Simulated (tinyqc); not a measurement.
What each parameter does: six-band k.p model of the valence band of a wurtzite crystal.

At k = 0: E1 = D1c + D2c + Te + Le (pure HH); E2, E3 = Le + u +/- sqrt(u^2 + 2 D3c^2), u = (D1c - D2c + Te)/2, D1c = Dcr, D2c = D3c = Dso/3. The weight of LH in state 2 is fL = (E2 - Le)^2/((E2 - Le)^2 + 2 D3c^2). Relative strengths of transitions to the conduction band: for E perpendicular to c (TE) 1/2, fL/2, (1 - fL)/2; for E along c (TM) 0, 1 - fL, fL, with one momentum element for both directions.

Strain of a c-plane layer: exx = eyy = e_par, ezz = -2 (C13/C33) e_par; Le = D1 ezz + D2 (exx + eyy), Te = D3 ezz + D4 (exx + eyy).

Conduction edge: Ec = (top of the unstrained valence band) + Eg + (a1 + D1) ezz + (a2 + D2)(exx + eyy).

Inputs chosen for the exercise (near those of GaN; shifted at random, so the results belong to these values and not to a real crystal): Dcr = 0.0142 eV (crystal-field splitting); Dso = 0.0176 eV (spin-orbit splitting); Eg = 3.528 eV (direct gap at Gamma from the top of the unstrained valence band); a1 = -4.84 eV (gap potential along c); a2 = -11.24 eV (gap potential in the plane); D1 = -3.76 eV; D2 = 4.64 eV; D3 = 8.45 eV; D4 = -4.14 eV; C13 = 110 GPa; C33 = 380 GPa; e_par = 0.0072 (exx = eyy of a c-plane layer).

Splittings at k = 0 under the strain, fL and the lowest transition.

One parameter was then changed.

Results before and after:

| case | E1 - E2 (meV) | E1 - E3 (meV) | fL | lowest transition (eV) |
|---|---|---|---|---|
| base | -75.56 | 12.52 | 0.0090 | 3.4056 |
| changed | -75.56 | 12.52 | 0.0090 | 3.4016 |

Which of these changes was made? (a) C33 = 456 GPa; (b) D4 = -3.312 eV; (c) Dso = 0.01408 eV; (d) D2 = 3.712 eV; (e) e_par = 0.00576; (f) D1 = -3.008 eV; (g) Dcr = 0.01136 eV; (h) a1 = -3.872 eV.

Answer: (h) a1 = -3.872 eV. Of the candidates, run in turn, only this one gives the changed row.

All candidates:

| case | E1 - E2 (meV) | E1 - E3 (meV) | fL | lowest transition (eV) |
|---|---|---|---|---|
| base | -75.56 | 12.52 | 0.0090 | 3.4056 |
| D1 = -3.008 eV | -75.56 | 12.52 | 0.0090 | 3.4056 |
| D2 = 3.712 eV | -75.56 | 12.52 | 0.0090 | 3.4056 |
| D4 = -3.312 eV | -63.76 | 12.65 | 0.0119 | 3.4055 |
| Dcr = 0.01136 eV | -78.38 | 12.50 | 0.0084 | 3.4028 |
| Dso = 0.01408 eV | -76.46 | 9.90 | 0.0059 | 3.4047 |
| a1 = -3.872 eV | -75.56 | 12.52 | 0.0090 | 3.4016 |
| C33 = 456 GPa | -69.75 | 12.58 | 0.0103 | 3.4022 |
| e_par = 0.00576 | -56.81 | 12.74 | 0.0144 | 3.4337 |

D1 and D2 shift all valence edges and the conduction edge alike, so they drop out of splittings and transitions.

Computed by tinyqc, a small Python program: `OMP_NUM_THREADS=1 python tinyqc.py 1080881 1080882 out.jsonl` (the numbers bound the seed that draws the inputs); one thread of a shared host (Intel(R) Xeon(R) Processor @ 2.30GHz), about 0.01 s for the whole set of steps.
